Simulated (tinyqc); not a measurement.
Inputs raised by 2 %, one at a time: correction of a charged-defect supercell by a model charge and potential alignment (plane-averaged potentials). Computed by tinyqc, a small Python program. Command: `OMP_NUM_THREADS=1 python tinyqc.py 3111267 3111268 out.jsonl align sens`. One thread of a shared host (Intel(R) Xeon(R) Processor @ 2.30GHz), about 0.03 s of CPU time with the checks.

The "true" defect charge is (1 - x) q in a Gaussian of width sigma plus x q in one of width sigma_t, so the exact answer is known; the correction sees only a single model Gaussian of width sigma_m. A Gaussian of width s has the transform rho(G) = exp(-G^2 s^2/2), normalised to 1. A uniform background cancels q, so G = 0 is left out. Potentials are those felt by a unit positive charge. E_0 is the formation energy of the isolated defect, E_cell its value in the supercell, E_lat = E_iso - E_per of the model charge, C the true less the model potential far from the defect; the exact correction is E_0 - E_cell, and the error of a scheme is E_cell plus its correction less E_0.

Inputs (values chosen for the exercise, with screening close to that of Al2O3):
```
quantity,value,unit
defect charge q,-3,e
dielectric constant eps,9.24,-
edge of the cubic cell L,18.6,angstrom
width sigma of the true defect charge,1.7,angstrom
width sigma_m of the model charge,1.3,angstrom
share x of the charge in a wide tail,0.18,-
width sigma_t of the tail,3,angstrom
formation energy of the isolated defect E_0,3.5,eV
```

Constants: e^2/(4 pi eps_0) = 14.39964548 eV angstrom.

Method:
- Periodic energy E_per = (2 pi q^2/(eps L^3)) (e^2/(4 pi eps_0)) sum_(G != 0) rho(G)^2/G^2, G = (2 pi/L)(n1, n2, n3), |n_i| <= 16. Isolated energy: two Gaussians of charges q_a, q_b and widths a, b interact by q_a q_b (e^2/(4 pi eps_0 eps)) sqrt(2/pi)/sqrt(a^2 + b^2), and the self-energy is half the sum over pairs.
- Supercell value E_cell = E_0 + E_per - E_iso for the true charge.
- E_lat = E_iso - E_per for the model charge; point-charge value alpha q^2 e^2/(4 pi eps_0 eps 2 L) with alpha = 2.837297.
- Plane-averaged potential at distance z from the defect: V(z) = (4 pi q/(eps L^3)) (e^2/(4 pi eps_0 e)) sum_(m != 0) rho(G_m) cos(G_m z)/G_m^2, G_m = 2 pi m/L, |m| <= 40.
- C = difference at z = L/2; E_corr = E_cell + E_lat - q C. For charges that have died out at L/2, C = (2 pi q/(eps L^3)) (e^2/(4 pi eps_0 e)) (<s^2> - sigma_m^2), <s^2> = (1 - x) sigma^2 + x sigma_t^2.

Runs:
```
input moved,from,to,exact correction (eV),E_lat (eV),error without alignment (meV),error with the point-charge term alone (meV)
base run,-,-,1.015,1.047,31.49,54.64
dielectric constant eps,9.24,9.4248,0.995,1.026,30.88,53.57
edge of the cubic cell L (angstrom),18.6,18.972,0.997,1.027,29.68,51.49
width sigma of the true defect charge (angstrom),1.7,1.734,1.014,1.047,32.81,55.95
width sigma_m of the model charge (angstrom),1.3,1.326,1.015,1.046,30.56,54.64
width sigma_t of the tail (angstrom),3,3.06,1.014,1.047,32.39,55.54
share x of the charge in a wide tail,0.18,0.1836,1.015,1.047,31.80,54.94
```

Exponents ln(y'/y) / ln(x'/x):
```
input,exact correction,E_lat,error without alignment,error with the point-charge term alone
dielectric constant eps,-1.000,-1.000,-1.000,-1.000
edge of the cubic cell L,-0.895,-0.957,-3.000,-3.000
width sigma of the true defect charge,-0.065,0.000,2.060,1.197
width sigma_m of the model charge,0.000,-0.045,-1.522,0.000
width sigma_t of the tail,-0.045,0.000,1.416,0.821
share x of the charge in a wide tail,-0.015,0.000,0.481,0.278
```

To which inputs is each result most sensitive?

Among the inputs moved here: exact correction answers most in size to dielectric constant eps (exponent -1.000), next to edge of the cubic cell L (-0.895); its exponent is below 0.0005 for width sigma_m of the model charge. Its exponent -1.000 in dielectric constant eps: all terms are screened alike. E_lat answers most in size to dielectric constant eps (exponent -1.000), next to edge of the cubic cell L (-0.957); its exponent is below 0.0005 for width sigma of the true defect charge, width sigma_t of the tail, share x of the charge in a wide tail. Error without alignment answers most in size to edge of the cubic cell L (exponent -3.000), next to width sigma of the true defect charge (+2.060). Error with the point-charge term alone answers most in size to edge of the cubic cell L (exponent -3.000), next to width sigma of the true defect charge (+1.197); its exponent is below 0.0005 for width sigma_m of the model charge. Its exponent -3.000 in edge of the cubic cell L: the next term after the point charge.
